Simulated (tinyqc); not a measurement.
# MOS structure on a p-type body, non-linear Poisson equation by Newton steps: effects of single changes

One dimension, insulator interface at x = 0, acceptor density Na, uniform, net doping C = -(acceptor density). psi is counted from the intrinsic level: n = ni exp((psi - Vb)/Vt), p = ni exp(-psi/Vt); deep in the body psi_b = -Vt ln(Na/ni). The gate acts through Cox = eps0 eox/tox and has the potential psi_G = Vg - (phiM - chi - Vt ln(Nc/ni)). Boltzmann statistics, full ionisation, classical densities, no oxide or interface charge.

Parameters, values chosen for the exercise; band and dielectric values close to those of silicon:
- T = 250 K (temperature)
- Eg = 1.13 eV (band gap)
- eps_r = 11.8 (relative permittivity)
- Nc = 2.14e19 cm^-3 (conduction-band density of states at T)
- Nv = 2.05e19 cm^-3 (valence-band density of states at T)
- chi = 4.02 eV (electron affinity)
- Na = 1.1e16 cm^-3 (acceptor density deep in the body)
- eox = 3.9 (relative permittivity of the gate insulator (close to silicon dioxide))
- tox = 2.3 nm (insulator thickness)
- phiM = 4.21 eV (gate work function)
- Vb = 1.1 V (electron quasi-Fermi potential against the body)

Constants: q = 1.602176634e-19 C, kB = 1.380649e-23 J/K, Vt = kB T/q, eps0 = 8.8541878128e-14 F/cm where lengths are in cm. Results are converted to the units shown.

Each table varies one quantity; the others keep the values above.

## Charge and capacitance against gate voltage

ni = sqrt(Nc Nv) exp(-Eg/(2 Vt)), Eg in volts. The Poisson equation d/dx(eps0 eps_r dpsi/dx) = -q (p - n + C), with eps0 eps_r dpsi/dx = -Cox (psi_G - psi_0) at x = 0, is solved on a mesh of about 600 nodes or more. N_inv is the integral of n less its value deep in the body. C_LF = Cox (1 - dpsi_0/dVg) with all carriers following; C_HF is the same with the electron quasi-Fermi level shifting uniformly so that N_inv stays fixed. The centroid is that of the same excess.

Charge and capacitance against gate voltage:

| Vg (V) | psi_0 - psi_b (V) | N_inv (cm^-2) | C_LF/Cox | C_HF/Cox | centroid (nm) |
|---|---|---|---|---|---|
| 0.94 | 1.67 | 4.94e4 | 0.0155 | 0.0155 | 2.93 |
| 1.1 | 1.82 | 7.08e7 | 0.0152 | 0.0148 | 2.80 |
| 1.27 | 1.98 | 9.42e10 | 0.306 | 0.0143 | 2.57 |
| 1.43 | 2.04 | 9.94e11 | 0.769 | 0.0142 | 1.87 |
| 1.6 | 2.07 | 2.32e12 | 0.872 | 0.0142 | 1.40 |
| 1.76 | 2.09 | 3.66e12 | 0.911 | 0.0142 | 1.15 |
| 1.92 | 2.10 | 5.04e12 | 0.932 | 0.0142 | 0.975 |
| 2.09 | 2.11 | 6.53e12 | 0.946 | 0.0142 | 0.846 |
| 2.25 | 2.12 | 7.96e12 | 0.954 | 0.0142 | 0.755 |

What does the table show?

N_inv goes from 49400 to 7.96e12 cm^-2 and passes 2e11 cm^-2 at Vg = 1.30 V. Below threshold it takes 50.7 mV a decade between Vg = 0.94 and 1.1 V, against Vt ln 10 = 49.6 mV. C_LF/Cox is lowest, 0.0152, at Vg = 1.1 V among the rows listed and ends at 0.954, while C_HF/Cox ends at 0.0142. Between the last two rows q dN_inv/dVg is 0.950 Cox. Where the classical centroid is under about 2 nm, confinement would move the charge away from the interface and raise the threshold. Above about 2e12 cm^-2 degeneracy matters too.

## Effect of the acceptor density deep in the body on threshold, swing and body effect

VT is the Vg at which N_inv = 2e11 cm^-2. m = 1/(dpsi_0/dVg) at N_inv = 1e8 cm^-2; the swing is the Vg between N_inv = 1e8 and 1e9 cm^-2; body coefficient [VT(Vb + 0.05 V) - VT(Vb)]/0.05 V - 1.

Effect of the acceptor density deep in the body on threshold, swing and body effect:

| Na (cm^-3) | VT (V) | psi_0 - psi_b at VT (V) | m - 1 | swing (mV/decade) | body coefficient |
|---|---|---|---|---|---|
| 2.8e15 | 1.26 | 1.96 | 0.00816 | 50.4 | 0.0114 |
| 4e15 | 1.27 | 1.97 | 0.00963 | 50.5 | 0.0130 |
| 5.9e15 | 1.28 | 1.98 | 0.0116 | 50.6 | 0.0150 |
| 8.7e15 | 1.29 | 1.99 | 0.0139 | 50.7 | 0.0174 |
| 1.3e16 | 1.31 | 2.00 | 0.0168 | 50.8 | 0.0203 |
| 1.9e16 | 1.32 | 2.02 | 0.0201 | 51.0 | 0.0236 |
| 2.8e16 | 1.34 | 2.03 | 0.0243 | 51.2 | 0.0276 |

What does the table show?

As Na goes from 2.8e15 to 2.8e16, VT rises from 1.26 to 1.34 V, the swing rises from 50.4 to 51.2 mV/decade and the body coefficient rises from 0.0114 to 0.0276. The swing stays within 0.83 % of m Vt ln 10, and the body coefficient within 0.0035 of m - 1.

Computed by the program tinyqc: `OMP_NUM_THREADS=1 python tinyqc.py 2080105 2080106 out.jsonl`, one thread of a shared Intel Xeon 2.30GHz, about 0.4 s for the whole run.
